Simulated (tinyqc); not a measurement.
Kinetics of strain relaxation and threading dislocations in mismatched semiconductor layers. From one set of inputs to another, one input at a time. Computed by tinyqc, a small Python program. Command: `OMP_NUM_THREADS=1 python tinyqc.py 3007857 3007858 out.jsonl threading ladder`. One thread of a shared host (Intel(R) Xeon(R) Processor @ 2.30GHz), about 0.01 s of CPU time with the checks.

60-degree dislocations on {111} planes of a (001) layer, isotropic elasticity. The Schmid factor is 1/sqrt(6), and a misfit segment relieves strain with b/2.

The inputs printed are set A. Set A is modelled on In(0.2)Ga(0.8)As on GaAs; the values taken over come from a set modelled on Si(0.8)Ge(0.2) on Si. Inputs not listed in the table keep their values of set A, so the rows need not describe a real material.

Inputs (values chosen for the exercise, modelled on In(0.2)Ga(0.8)As on GaAs):

| quantity | value | unit |
|---|---|---|
| misfit f | 0.0132 | - |
| shear modulus G | 45.1 | GPa |
| Poisson ratio nu | 0.32 | - |
| Burgers vector b | 4.05 | angstrom |
| glide activation energy Q | 1.34 | eV |
| velocity prefactor v0 | 9400 | m/s per MPa |
| layer thickness h | 160 | nm |
| anneal temperature T | 577 | K |
| anneal time t | 150 | s |
| initial thread density rho_0 | 120000 | 1/cm^2 |
| multiplication constant delta | 6100 | 1/m |
| reaction radius r_A | 7 | nm |
| final thickness of a thick uniform layer H | 5.1 | micrometre |
| aspect ratio of a trench | 1.1 | - |

Sources: multiplication.

Constants: k_B = 8.617333262e-05 eV/K.

Method:
- Excess resolved stress tau = (1/sqrt 6) [2 G (1 + nu)/(1 - nu)] (e - e_eq), e_eq = b (1 - nu/4) [ln(h/b) + 1]/(4 pi (1 + nu) h), the Matthews-Blakeslee strain of an uncapped layer; glide velocity v = v0 tau exp(-Q/(k_B T)), tau in MPa.
- Threads run in two directions, so de/dt = -(b/4) rho v, and they multiply as d rho/dt = delta rho v. With x = e - e_eq, x0 = f - e_eq (fully strained at t = 0) and v = m S x (m the mobility, S x = tau): rho = rho_0 + (4 delta/b)(x0 - x), so dx/dt = -k x (a - x), k = delta m S, a = x0 + b rho_0/(4 delta): a logistic law, x = a/[1 + (a/x0 - 1) exp(k a t)].
- The half time is that at which x = x0/2.
- A separate case, a thick relaxed layer. Pair reactions during growth: d rho/dh = -K rho^2 with K = 2 r_A tan(psi) and threads inclined by psi = 45 degrees (the <110> lines of {111} planes), so rho = 1/(K H) for a layer that starts with far more threads than that, as highly mismatched layers do. In a trench along [110] a thread on {111} rises at 54.74 degrees across the width, and leaves through the wall below the height w tan(54.74 degrees) = sqrt(2) w; the share of threads, evenly spread over the floor, that reach the top is max(0, 1 - a/sqrt 2) for the aspect ratio a.

Each row keeps all changes above it:

| input moved | from | to | excess stress tau (MPa) | half time (s) | thread density at H (1/cm^2) |
|---|---|---|---|---|---|
| set A | - | - | 873.52 | 6.4778e+01 | 1.4006e+09 |
| multiplication constant delta (1/m) | 6100 | 7000 | 873.52 | 5.7667e+01 | 1.4006e+09 |
| glide activation energy Q (eV) | 1.34 | 2.03 | 873.52 | 6.1334e+07 | 1.4006e+09 |
| velocity prefactor v0 (m/s per MPa) | 9400 | 30000 | 873.52 | 1.9218e+07 | 1.4006e+09 |
| misfit f | 0.0132 | 0.00801 | 502.53 | 3.0569e+07 | 1.4006e+09 |
| final thickness of a thick uniform layer H (micrometre) | 5.1 | 5.3 | 502.53 | 3.0569e+07 | 1.3477e+09 |
| reaction radius r_A (nm) | 7 | 35 | 502.53 | 3.0569e+07 | 2.6954e+08 |
| anneal temperature T (K) | 577 | 821 | 502.53 | 1.6431e+02 | 2.6954e+08 |

Where does the difference come from?

Excess stress tau goes from 874 to 503, a factor 0.575 in all. The largest single move comes from misfit f (a factor 0.575). Half time goes from 64.8 to 164, a factor 2.54 in all. The largest single move comes from glide activation energy Q (a factor 1.06e6), and anneal temperature T works against it (a factor 5.38e-6). Thread density at H goes from 1.40e9 to 2.70e8, a factor 0.192 in all. The largest single move comes from reaction radius r_A (a factor 0.200). The single moves hold for this order of the switches; the total does not depend on the order.

Caution (all rows): at this small misfit a layer may start with fewer threads than 1/(K H), which is then only an upper bound.

Extremes, crossings and ranges named in words are read from the listed rows.
